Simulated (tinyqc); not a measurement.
Lattice vibrations of a chain, step by step. Computed by tinyqc, a small Python program that keeps every step. Command: `OMP_NUM_THREADS=1 python tinyqc.py 20007 20008 out.jsonl` (the two numbers bound the seeds that draw the settings). One thread of a shared host (Intel(R) Xeon(R) Processor @ 2.60GHz), about 0.01 s of CPU time with the checks.

## Dynamical matrix at q = 0.17

A chain moving along its axis:
```
atom,mass (u),spring to the next atom (eV/angstrom^2)
1,83.00000,22.90000
2,92.10000,2.80000
second neighbours,-,2.90000
```

q is in units of 2 pi/a. A spring k from atom i to atom j, n cells on, adds k to Phi_ii and Phi_jj, -k exp(2 pi i q n) to Phi_ij and the conjugate to Phi_ji (for one atom a cell: 2k (1 - cos 2 pi q n)); D_ij = Phi_ij / sqrt(m_i m_j).

D(q) (eV/(angstrom^2 u)):
```
,1,2
1,0.34585,-0.27735+0.02806i
2,-0.27735-0.02806i,0.31168
```

## Frequencies

omega^2 are the eigenvalues; wavenumber = 521.4708 sqrt(eigenvalue) 1/cm.

eigenvalues: 0.04948  0.60805

wavenumbers (1/cm): 116.0  406.6

weights |e|^2 of the mass-weighted modes:
```
,mode 1,mode 2
atom 1,0.46941,0.53059
atom 2,0.53059,0.46941
```

## Dispersion and heat capacity

C/k_B per atom = mean over q = (j + 1/2)/80, j = 0..39 and all branches of y^2 e^y/(e^y - 1)^2, y = hc wavenumber / k_B T.

Wavenumbers (1/cm):
```
q,branch 1,branch 2
0.00000,0.00000,400.10207
0.06250,44.30932,401.08401
0.12500,87.05394,403.83752
0.18750,126.69916,407.83700
0.25000,161.76876,412.35896
0.31250,190.87484,416.65476
0.37500,212.76060,420.10461
0.43750,226.37659,422.30324
0.50000,231.00203,423.05376
```

Heat capacity:
```
T (K),C/k_B per atom
20,0.06508
50,0.17914
100,0.38781
200,0.70054
300,0.84055
600,0.95498
1200,0.98838
```

zero-point energy per atom = 17.29926 meV
